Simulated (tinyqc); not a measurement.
Penn model of the dielectric constant and Phillips ionicity: one step. Penn gap from the dielectric constant. Four cases, with inputs chosen for the exercise.

Problem. Start with S = 1 and repeat Eg = Ep sqrt(S/(ei - 1)) until Eg changes by less than 1e-6 eV.

n = 32/a^3; Ep^2 = 8 pi c e2 n with c = hbar^2/2m0, e2 = e^2/(4 pi eps0); EF = c (3 pi^2 n)^(2/3); eps = 1 + (Ep/Eg)^2 S with S = 1 - Eg/(4 EF) + (Eg/(4 EF))^2/3, Eg the Penn gap. Core d shells are left out.

Give: Iterations; Penn gap Eg.

Case 1.

Values chosen (out of a larger set: near those of GaP; not measured data): ei = 8.87 (high-frequency dielectric constant).

Ep = 16.42818 eV
EF = 12.29268 eV

Solution.

Iterations:

| step | Eg in (eV) | S | Eg out (eV) |
|---|---|---|---|
| 1 | 5.8560 | 0.8856 | 5.5110 |
| 2 | 5.5110 | 0.8921 | 5.5311 |
| 3 | 5.5311 | 0.8917 | 5.5299 |
| 4 | 5.5299 | 0.8918 | 5.5300 |
| 5 | 5.5300 | 0.8918 | 5.5300 |
| 6 | 5.5300 | 0.8918 | 5.5300 |

Penn gap Eg = 5.530 eV

The factor S lowers the gap by 0.326 eV from the first estimate. The Penn gap is a mean bonding-antibonding separation, near the main peak of eps2, not the smallest gap.

Case 2.

Values chosen (out of a larger set: near those of GaSb; not measured data): ei = 14.05 (high-frequency dielectric constant).

Ep = 13.95612 eV
EF = 9.89040 eV

Solution.

Iterations:

| step | Eg in (eV) | S | Eg out (eV) |
|---|---|---|---|
| 1 | 3.8633 | 0.9055 | 3.6763 |
| 2 | 3.6763 | 0.9100 | 3.6853 |
| 3 | 3.6853 | 0.9097 | 3.6848 |
| 4 | 3.6848 | 0.9098 | 3.6849 |
| 5 | 3.6849 | 0.9097 | 3.6849 |

Penn gap Eg = 3.685 eV

The factor S lowers the gap by 0.178 eV from the first estimate. The Penn gap is a mean bonding-antibonding separation, near the main peak of eps2, not the smallest gap.

Case 3.

Values chosen (out of a larger set: near those of Ge; not measured data): ei = 16.19 (high-frequency dielectric constant).

Ep = 15.59526 eV
EF = 11.46878 eV

Solution.

Iterations:

| step | Eg in (eV) | S | Eg out (eV) |
|---|---|---|---|
| 1 | 4.0014 | 0.9153 | 3.8282 |
| 2 | 3.8282 | 0.9189 | 3.8357 |
| 3 | 3.8357 | 0.9187 | 3.8354 |
| 4 | 3.8354 | 0.9187 | 3.8354 |
| 5 | 3.8354 | 0.9187 | 3.8354 |

Penn gap Eg = 3.835 eV

The factor S lowers the gap by 0.166 eV from the first estimate. The Penn gap is a mean bonding-antibonding separation, near the main peak of eps2, not the smallest gap.

Case 4.

Values chosen (out of a larger set: near those of InSb; not measured data): ei = 15.63 (high-frequency dielectric constant).

Ep = 12.82309 eV
EF = 8.83454 eV

Solution.

Iterations:

| step | Eg in (eV) | S | Eg out (eV) |
|---|---|---|---|
| 1 | 3.3525 | 0.9081 | 3.1948 |
| 2 | 3.1948 | 0.9123 | 3.2022 |
| 3 | 3.2022 | 0.9121 | 3.2018 |
| 4 | 3.2018 | 0.9121 | 3.2018 |
| 5 | 3.2018 | 0.9121 | 3.2018 |

Penn gap Eg = 3.202 eV

The factor S lowers the gap by 0.151 eV from the first estimate. The Penn gap is a mean bonding-antibonding separation, near the main peak of eps2, not the smallest gap.

Computed by tinyqc, one run a case: `OMP_NUM_THREADS=1 python tinyqc.py N N+1 out.jsonl` with N = 1650421, 1650457, 1650673, 1650676; one thread of a shared Intel(R) Xeon(R) Processor @ 2.30GHz, about 0.01 s a run at most.
